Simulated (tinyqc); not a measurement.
Inside a calculation. Model: floating body of a partially depleted SOI transistor: body voltage and kink.

Numbers from tinyqc (`OMP_NUM_THREADS=1 python tinyqc.py 2182075 2182076 out.jsonl`; about 0.2 s on one thread of a shared Intel Xeon 2.30GHz). Printed values are rounded.

Source at 0 V. Channel current Ic = 2 nf K Vt^2 [F(0) - F(Vd)](1 + la Vd), F(V) = ln^2(1 + exp((Vg - VT - nf V)/(2 nf Vt))), VT = VT0 - gb Vb. Saturation voltage Vs = 2 Vt sqrt(F(0)) + 3 Vt, excess Ve = (Vd - Vs + sqrt((Vd - Vs)^2 + 0.0004 V^2))/2, multiplication M1 = Ai Ve exp(-Bl/Ve). Each junction passes D(v) = J1 (exp(v/Vt) - 1) + J2 (exp(v/(2 Vt)) - 1). Bipolar current Ib = bb J1 (exp(Vb/Vt) - 1). The body settles where M1 (Ic + Ib) = D(Vb) + D(Vb - Vd) + Vb/Rb; drain current Id = (1 + M1)(Ic + Ib) - D(Vb - Vd).

Parameters, values chosen for the exercise; values of the order met in partially depleted silicon-on-insulator transistors:

| symbol | value | unit | meaning |
|---|---|---|---|
| T | 300 | K | temperature |
| VT0 | 0.41 | V | threshold at zero body voltage |
| gb | 0.22 |  | fall of the threshold per volt of body voltage |
| nf | 1.28 |  | slope factor |
| K | 250 | uA/(V^2 um) | gain factor per width |
| la | 0.09 | 1/V | channel-length modulation factor |
| Ai | 1.78 | 1/V | impact-ionisation prefactor |
| Bl | 8.6 | V | impact-ionisation voltage |
| J1 | 4.1e-13 | uA/um | diffusion saturation current of each junction |
| J2 | 1.3e-8 | uA/um | recombination saturation current of each junction |
| bb | 0.5 |  | gain of the lateral bipolar transistor on the diffusion current |
| Rb | 1e9 | kohm um | resistance of a weak body tie to the source (1e9 stands for no tie, and the term is then dropped) |
| Vg | 0.66 | V | gate voltage |
| Vd | 2 | V | drain voltage |

Constants: q = 1.602176634e-19 C, kB = 1.380649e-23 J/K, Vt = kB T/q. Results are converted to the units shown.

Range of the model: The multiplication law is an empirical form chosen for the exercise; self-heating and capacitive coupling to the body are left out, and the linear laws are rough once Vb passes about 0.7 V or M1 about 0.1.

## Starting value

Vb = 0.8 V.

Vb at the start = 0.8 V

## Iteration 1: new Vb

Current into the body I_in = M1 (Ic + Ib) - D(Vb - Vd), current out I_out = D(Vb) + Vb/Rb; f = ln(I_in/I_out), s = df/dVb by central differences over 1e-5 V, Vb(new) = Vb - f/s.

Ic = 20.9227 uA/um
Ve = 1.58961 V
M1 = 0.0126509
I_in = 0.336024 uA/um
I_out = 11.3451 uA/um
f = -3.51936
s = -30.2339 1/V
Vb after iteration 1 = 0.683595 V

## Iteration 2: new Vb

As before.

Ic = 18.4879 uA/um
Ve = 1.60958 V
M1 = 0.0136991
I_in = 0.254124 uA/um
I_out = 0.132110 uA/um
f = 0.654186
s = -37.0844 1/V
Vb after iteration 2 = 0.701236 V

## Iteration 3: new Vb

As before.

Ic = 18.8471 uA/um
Ve = 1.60655 V
M1 = 0.0135365
I_in = 0.256796 uA/um
I_out = 0.257282 uA/um
f = -0.00188859
s = -37.2706 1/V
Vb after iteration 3 = 0.701185 V

## Course of the iteration

Stop when the step is below 1e-10 V, or after 40 iterations.

Course of the iteration:
```
iteration	Vb before the step (V)	step (V)
1	0.8	-0.116
2	0.683595	0.0176
3	0.701236	-5.07e-5
4	0.701185	-1.96e-10
5	0.701185	0
```

Converged in 5 iterations.

## Drain current with floating and with grounded body

converged Vb = 0.701185 V

Id and VT at the converged Vb, Id at Vb = 0, their ratio, and the bipolar share Ib/(Ic + Ib).

VT = 0.255739 V
Id, floating = 19.2262 uA/um
Id, grounded = 7.44220 uA/um
ratio = 2.58340
bipolar share = 0.650267 %

The body rises to 0.701 V and lowers the threshold by 154 mV.
